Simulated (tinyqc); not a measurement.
## Phonon and roughness prefactors from two fields

Inverse problem. At 300 K and high field 1/mu = E^(1/3)/Ap + E^gs/As, E in MV/cm. Find Ap and As.

Inputs (values chosen for the exercise):
- gs = 2 (exponent of the roughness term)

mu at E = 0.4 and 1.09 MV/cm (cm^2/(V s)): [562.13724, 301.54079]

Answer. Two linear equations in 1/Ap and 1/As.

Ap = 449.0 cm^2/(V s)
As = 1160 cm^2/(V s)

tinyqc, about 0.01 s, one thread, Intel Xeon 2.30GHz (shared host): `OMP_NUM_THREADS=1 python tinyqc.py 2510152 2510153 out.jsonl`
